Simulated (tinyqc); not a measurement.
Worked calculation: LDA (PW92) atom on a uniform radial grid, spin-unpolarised, for C. Computed by tinyqc, a small Python program that keeps every step. Settings: Z = 6, points = 128, R = 7.1, functional = lda,pw, mixing = 0.6, iteration cap = 89. Command: `OMP_NUM_THREADS=1 python tinyqc.py 28026 28027 out.jsonl` (the two numbers bound the seeds that draw the settings). One thread of a shared host (Intel(R) Xeon(R) Processor @ 2.60GHz), about 0.1 s of CPU time with the checks. Later iterations appear only in the table of the cycle.

## Iteration 1

Spherical atom on a uniform radial grid r_j = j h with h = R/(N + 1), h sum u^2 = 1 and integrals as h times sums, u(0) = u(R) = 0 (atomic units):
```
parameter,value
Z,6
points N,128
R,7.100000
h,0.055039
mixing,0.600000
electrons in 1s,2
electrons in 2s,2
electrons in 2p,2
```

Three-point differences turn -u''/2 + [l(l+1)/2r^2 - Z/r + V] u = e u into a tridiagonal matrix (diagonal 1/h^2 + potential, off-diagonal -1/2h^2). D = sum f u^2; the Hartree potential y/r solves y'' = -D/r with y(0) = 0, y(R) = N_e; v_xc comes from rho = D/(4 pi r^2); E = sum f e - int D V + int D (V_H/2 + eps_xc); V(new) = V + mixing (V_H + v_xc - V).

eigenvalues (hartree): 1s -17.534322, 2s -4.469740, 2p -4.510395

Every 8th grid point:
```
r,V in,u(1s),u(2s),u(2p),D,V_H,v_xc
0.440310,0.000000,0.940425,-0.375096,0.935935,3.802141,9.488345,-1.225571
0.880620,0.000000,0.140249,-1.066903,0.992797,4.287198,6.252463,-0.821437
1.320930,0.000000,0.015687,-0.778199,0.593952,1.917236,4.471370,-0.496595
1.761240,0.000000,0.001560,-0.403335,0.281064,0.483358,3.398651,-0.273258
2.201550,0.000000,0.000145,-0.177227,0.116966,0.090181,2.724510,-0.144245
2.641860,0.000000,0.000013,-0.070587,0.044876,0.013993,2.271043,-0.074177
3.082171,0.000000,1.13e-06,-0.026334,0.016279,0.001917,1.946672,-0.037213
3.522481,0.000000,9.64e-08,-0.009377,0.005667,0.000240,1.703344,-0.018201
3.962791,0.000000,8.09e-09,-0.003224,0.001912,0.000028,1.514084,-0.008688
4.403101,0.000000,6.70e-10,-0.001078,0.000629,3.12e-06,1.362676,-0.004058
4.843411,0.000000,5.50e-11,-0.000353,0.000203,3.32e-07,1.238796,-0.001860
5.283721,0.000000,0,-0.000113,0.000064,3.41e-08,1.135563,-0.000840
5.724031,0.000000,0,-0.000036,0.000020,3.39e-09,1.048212,-0.000375
6.164341,0.000000,0,-0.000011,0.000006,3.26e-10,0.973340,-0.000165
6.604651,0.000000,0,-3.23e-06,1.78e-06,2.72e-11,0.908451,-0.000069
7.044961,0.000000,0,-2.73e-07,1.50e-07,0,0.851673,0.000000
```

total energy = -33.10885727 hartree

## Iteration 2

As before.

eigenvalues (hartree): 1s -11.291008, 2s -1.499448, 2p -1.215670

Every 8th grid point:
```
r,V in,u(1s),u(2s),u(2p),D,V_H,v_xc
0.440310,4.957665,1.002043,-0.154378,0.552455,2.666257,8.083602,-1.095041
0.880620,3.258615,0.195976,-0.819079,0.837017,2.819790,5.518956,-0.720354
1.320930,2.384865,0.030862,-0.859220,0.780846,2.697866,4.201728,-0.551958
1.761240,1.875236,0.004493,-0.660231,0.603200,1.599552,3.317039,-0.393474
2.201550,1.548159,0.000628,-0.441060,0.421008,0.743564,2.701959,-0.271970
2.641860,1.318120,0.000086,-0.272214,0.275988,0.300540,2.265064,-0.185446
3.082171,1.145676,0.000012,-0.159763,0.173483,0.111242,1.945115,-0.125613
3.522481,1.011086,1.53e-06,-0.090584,0.105838,0.038815,1.702942,-0.084718
3.962791,0.903238,2.01e-07,-0.050086,0.063137,0.012990,1.513981,-0.056908
4.403101,0.815171,2.63e-08,-0.027165,0.036999,0.004214,1.362650,-0.038058
4.843411,0.742162,3.42e-09,-0.014504,0.021354,0.001333,1.238790,-0.025320
5.283721,0.680834,4.44e-10,-0.007632,0.012135,0.000411,1.135562,-0.016731
5.724031,0.628702,5.73e-11,-0.003941,0.006743,0.000122,1.048212,-0.010925
6.164341,0.583905,0,-0.001952,0.003563,0.000033,0.973340,-0.006923
6.604651,0.545029,0,-0.000829,0.001588,0.000006,0.908451,-0.003944
7.044961,0.511004,0,-0.000084,0.000164,6.82e-08,0.851673,-0.000874
```

total energy = -36.22696246 hartree

## Iteration 3

As before.

eigenvalues (hartree): 1s -9.828648, 2s -0.739589, 2p -0.445688

Every 8th grid point:
```
r,V in,u(1s),u(2s),u(2p),D,V_H,v_xc
0.440310,6.176203,1.014433,-0.109336,0.418438,2.432237,7.525871,-1.063643
0.880620,4.182607,0.209527,-0.709484,0.690776,2.048883,5.124790,-0.651986
1.320930,3.143808,0.035382,-0.814409,0.725533,2.381824,3.978202,-0.531060
1.761240,2.504233,0.005588,-0.697781,0.648268,1.814360,3.208327,-0.408976
2.201550,2.077257,0.000855,-0.528904,0.534119,1.130046,2.653652,-0.308808
2.641860,1.775018,0.000129,-0.375119,0.419147,0.632798,2.244724,-0.231998
3.082171,1.549972,0.000019,-0.255324,0.318438,0.333186,1.936842,-0.174380
3.522481,1.375369,2.82e-06,-0.169053,0.236388,0.168917,1.699666,-0.131391
3.962791,1.235539,4.15e-07,-0.109744,0.172367,0.083508,1.512721,-0.099252
4.403101,1.120824,6.06e-08,-0.070164,0.123741,0.040470,1.362184,-0.075077
4.843411,1.024947,8.84e-09,-0.044255,0.087389,0.019191,1.238629,-0.056720
5.283721,0.943632,1.29e-09,-0.027477,0.060374,0.008800,1.135512,-0.042578
5.724031,0.873853,1.87e-10,-0.016615,0.040175,0.003780,1.048199,-0.031414
6.164341,0.813412,2.71e-11,-0.009450,0.024707,0.001400,0.973338,-0.022178
6.604651,0.760716,0,-0.004443,0.012250,0.000340,0.908451,-0.013740
7.044961,0.714881,0,-0.000471,0.001326,3.96e-06,0.851673,-0.003244
```

total energy = -36.49888950 hartree

## Convergence

Stop when input and output potentials agree to 1e-7.

Course of the cycle (hartree):
```
iteration,E,e(1s),e(2s),e(2p),largest |V(out) - V(in)|
1,-33.10885727,-17.534322,-4.469740,-4.510395,1.31e+01
2,-36.22696246,-11.291008,-1.499448,-1.215670,2.97e+00
3,-36.49888950,-9.828648,-0.739589,-0.445688,4.39e-01
4,-36.50354171,-9.613988,-0.567379,-0.279086,9.65e-02
5,-36.50383268,-9.573092,-0.516661,-0.230273,3.76e-02
6,-36.50387964,-9.555917,-0.496881,-0.211241,1.45e-02
7,-36.50388717,-9.549219,-0.489353,-0.203997,5.71e-03
8,-36.50388838,-9.546556,-0.486473,-0.201224,2.24e-03
9,-36.50388857,-9.545501,-0.485373,-0.200165,8.78e-04
10,-36.50388860,-9.545084,-0.484954,-0.199761,3.43e-04
11,-36.50388861,-9.544919,-0.484794,-0.199607,1.34e-04
12,-36.50388861,-9.544854,-0.484734,-0.199549,5.25e-05
13,-36.50388861,-9.544828,-0.484711,-0.199526,2.07e-05
14,-36.50388861,-9.544818,-0.484702,-0.199518,8.10e-06
15,-36.50388861,-9.544814,-0.484699,-0.199515,3.17e-06
16,-36.50388861,-9.544813,-0.484698,-0.199514,1.24e-06
17,-36.50388861,-9.544812,-0.484697,-0.199513,4.83e-07
18,-36.50388861,-9.544812,-0.484697,-0.199513,1.88e-07
19,-36.50388861,-9.544812,-0.484697,-0.199513,7.29e-08
```

Converged in 19 iterations. A uniform grid resolves the cusp poorly: for a bare nucleus this grid gives 1s at -17.53432 against -Z^2/2 = -18 hartree. Before convergence this energy mixes input and output and is not variational, so it may rise towards its limit.
